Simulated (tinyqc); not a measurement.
Raising U: Hubbard chain of 3 sites, mean field against exact. Computed by the program tinyqc. Collinear unrestricted mean field (the lowest of 40 random starts) against exact diagonalisation.

one-body matrix (hopping and site energies) (eV):
```
         1        2        3
1   0.0000  -1.2800   0.0000
2  -1.2800   0.0000  -1.2800
3   0.0000  -1.2800   0.0000
```

electrons, up and down: 2  1

Exact and mean-field results (eV):
```
U            U/t    E exact  E mean field  mean |n_up - n_down|  double occupancy, exact  first gap in the sector
0.6400    0.5000  -3.239355     -3.224460                0.3672                   0.1884                   1.7211
2.5600    2.0000  -2.329714     -2.133333                0.5556                   0.1286                   1.3927
3.8400    3.0000  -1.901247     -1.590799                0.7289                   0.0960                   1.1825
5.1200    4.0000  -1.582167     -1.234832                0.8375                   0.0715                   1.0068
7.6800    6.0000  -1.160619     -0.840808                0.9262                   0.0416                   0.7553
10.2400   8.0000  -0.905871     -0.634842                0.9584                   0.0263                   0.5953
15.3600  12.0000  -0.623044     -0.425164                0.9815                   0.0128                   0.4126
25.6000  20.0000  -0.380226     -0.255678                0.9933                   0.0049                   0.2529
```

Estimate the missing row, U = 1.28.

Computed row:
```
U          U/t    E exact  E mean field  mean |n_up - n_down|  double occupancy, exact  first gap in the sector
1.2800  1.0000  -2.897335     -2.839538                0.4127                   0.1678                   1.6173
```

In absolute terms mean field is worst at U/t = 4.0, 0.347 eV too high: at small U it is nearly exact, and at large U it misses only exchange-scale energies. Relative to the exact energy its error is 0.5 % at the smallest U, 33 % at most and 33 % at the largest. The double occupancy falls from 0.188 to 0.005; at the largest U the first gap is 0.99 times the exchange scale 4t^2/U.
